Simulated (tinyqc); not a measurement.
# Worked calculation: MOSFET in saturation, small-signal circuit and noise

Numbers from tinyqc (`OMP_NUM_THREADS=1 python tinyqc.py 2150135 2150136 out.jsonl`; about 0.01 s on one thread of a shared Intel Xeon 2.30GHz). Printed values are rounded.

Bias by the inversion coefficient IC = I/Ispec (charge-based model with velocity saturation; weak inversion below 0.1, strong above 10). Common-source circuit: gm, gds, Cgs, Cgd and Cj at the inner nodes, Rg in series with the gate; quasi-static, no source or drain resistance, no gate-body capacitance, no substrate network, no induced gate noise, so fmax is an upper estimate.

Parameters, values chosen for the exercise: temperature T = 400 K; gate length L = 130 nm; total gate width W = 10 um; gate capacitance Cox = 1.57 uF/cm^2; mobility mu = 160 cm^2/(V s); slope factor n = 1.4; velocity-saturation length Ls = 20 nm; ratio gds/gm sg = 0.042; overlap and fringe capacitance per side Cov = 0.3 fF/um; drain junction capacitance Cj = 0.4 fF/um; sheet resistance of the gate Rsh = 20 ohm; finger width Wf = 1 um; gate contact and vertical resistance Rc = 100 ohm um; inversion coefficient IC = 14; short-channel excess of the noise factor gw = 0.09; oxide trap density Nt = 2.4e17 cm^-3 eV^-1; tunnelling length into the oxide lt = 0.1 nm; Coulomb scattering coefficient ac = 0 V s/C; signal frequency f = 1 GHz.

Constants: q = 1.602176634e-19 C, kB = 1.380649e-23 J/K, Vt = kB T/q. Results are converted to the units shown.

Range of the model: fmax exceeds 4 fT, where channel resistance and substrate losses, left out here, would cap it.

## Current, transconductance and gain

Ispec = 2 n mu Cox (W/L) Vt^2, lc = Ls/L, gms = [sqrt((lc IC + 1)^2 + 4 IC) - 1]/[2 + lc (lc IC + 1)], gm = gms Ispec/(n Vt), gds = sg gm.

Ispec = 64.2836 uA
I = 899.970 uA
gms = 2.86526
gm = 3.81683 mS
gds = 0.160307 mS
gm/I = 4.24106 1/V

gm/I is 20.5 % of its weak-inversion limit 1/(n Vt); without velocity saturation (lc = 0) gms would be 3.27.

## Capacitances, gate resistance and cut-off frequencies

qs = [sqrt(1 + 4 IC) - 1]/2, Cgs = Cox W L qs (2 qs + 3)/(3 (qs + 1)^2) + Cov W, Cgd = Cov W, Cd = Cj W, Rg = Rsh (Wf/L)/(12 Nf) + Rc/W with Nf = W/Wf fingers (not rounded) contacted at both ends. fT = gm/(2 pi (Cgs + Cgd)), fmax = fT/(2 sqrt(Rg (gds + 2 pi fT Cgd))).

Cgs = 14.6429 fF
Cgd = 3 fF
Cd = 4 fF
Rg = 11.2821 ohm
fT = 34.4312 GHz
fmax = 180.164 GHz

Overlap and fringe make up 34.0 % of the gate capacitance; fmax is 5.23 times fT.

## Admittance matrix

Inner admittances at w = 2 pi f: y11 = i w (Cgs + Cgd), y12 = -i w Cgd, y21 = gm - i w Cgd, y22 = gds + i w (Cgd + Cd). Invert to Z, add Rg to Z11 and invert back to Y.

inner y (mS):
```
                  1                 2
1  0.00000+0.11085i  0.00000-0.01885i
2  3.81683-0.01885i  0.16031+0.04398i
```

Y with Rg (mS):
```
                  1                  2
1  0.00014+0.11085i  -0.00002-0.01885i
2  3.81680-0.02362i   0.16031+0.04479i
```

## Current gain and unilateral power gain

|h21| = |Y21/Y11|; U = |Y21 - Y12|^2/(4 [Re Y11 Re Y22 - Re Y12 Re Y21]). Extrapolated at 20 dB a decade: f |h21| and f sqrt(U).

|h21| = 34.4316
U = 32459.1
f |h21| = 34.4316 GHz
f sqrt(U) = 180.164 GHz

f |h21| is within 0.01 % of the formula for fT, and f sqrt(U) within 0.01 % of that for fmax.

## Noise at the gate

Channel noise Sid = 4 kB T gam n gm with gam = (1/2 + (2/3) qs)/(1 + qs) + gw lc IC, qs = [sqrt(1 + 4 IC) - 1]/2, lc = Ls/L (the last term an empirical rise with velocity saturation); at the gate, white noise Sw = Sid/gm^2 + 4 kB T Rg. Number fluctuation with correlated mobility: S(f) = K/f, K = q^2 Vt lt Nt/(W L Cox^2) (1 + ac mu Cox I/gm)^2, Vt in eV with Nt per eV. Corner fc = K/Sw. Full shot noise would be 2 q I.

gam = 0.821526
Sid = 9.69740e-23 A^2/Hz
Sid/(2 q I) = 0.336269
sqrt(Sw) = 2.62789 nV/Hz^0.5
K = 6.62708e-11 V^2
fc = 9.59643 MHz

The gate resistance gives 3.6 % of the white noise power.
